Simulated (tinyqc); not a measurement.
Chemical vapour deposition: Grove model, boundary layer, depletion and step coverage: one step, computed by the program tinyqc.

A precursor diffuses to the surface and reacts there at first order; each molecule that reacts adds one formula unit of film.

Question. Uniformity across a wafer. Between two wafers the gas diffuses inward and reacts on both faces: (D/r) d/dr (r dC/dr) = 2 k_s C/s, so C(r)/C_g = I0(phi r/R)/I0(phi) with phi^2 = 2 k_s R^2/(s D); G(r) = k_s C(r)/N, 1 cm/s = 6e8 nm/min; the mean over the wafer is eta = 2 I1(phi)/(phi I0(phi)).

Inputs (values chosen for the exercise, close to those used for silicon dioxide from an alkoxysilane):

| quantity | value | unit |
|---|---|---|
| temperature T | 700 | C |
| film density N | 2.2e+22 | formula units/cm^3 |
| wafer radius R | 15 | cm |
| wafer spacing s | 0.96 | cm |

Reactor: wafer stack, low pressure.

surface rate constant k_s = 0.3252756 cm/s

gas diffusivity D = 2067.424 cm^2/s

precursor density C_g = 8.037552e+15 1/cm^3

Give: Thiele modulus phi; growth rate G at the edge; rate at the centre over rate at the edge; effectiveness eta.

Answer.

Thiele modulus phi = 0.2716

growth rate G at the edge = 71.30 nm/min

rate at the centre over rate at the edge = 0.9818

effectiveness eta = 0.9909

The centre lags the edge by 1.8 %; for small phi the lag is phi^2/4 = 1.8 %.
